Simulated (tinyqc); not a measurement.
Size effects in the resistivity of thin metal films and interconnect lines: one step, computed by the program tinyqc. Command: `OMP_NUM_THREADS=1 python tinyqc.py 3024734 3024735 out.jsonl size walk`. One thread of a shared host (Intel(R) Xeon(R) Processor @ 2.30GHz), about 0.01 s of CPU time with the checks.

Electrons lose their drift at surfaces (a share 1 - p of the hits) and at grain boundaries (reflection R), besides bulk scattering. The line sits in a trench with a non-conducting liner on both walls and the bottom; the spacing equals the drawn width.

Task: Grain boundaries. Mayadas-Shatzkes: alpha = (lambda/D) R/(1 - R); rho_b/rho = 1 - 3 alpha/2 + 3 alpha^2 - 3 alpha^3 ln(1 + 1/alpha).

Inputs (values chosen for the exercise, modelled on ruthenium): bulk mean free path lambda = 6.95 nm; grain-boundary reflection R = 0.21.

Geometry: line.

grain size D = 51.9 nm

Give: alpha; rho/rho_b from grains.

Result:

alpha = 0.035597

rho/rho_b from grains = 1.0527

The linear estimate 1 + 3 alpha/2 gives 1.053, within 2 %.
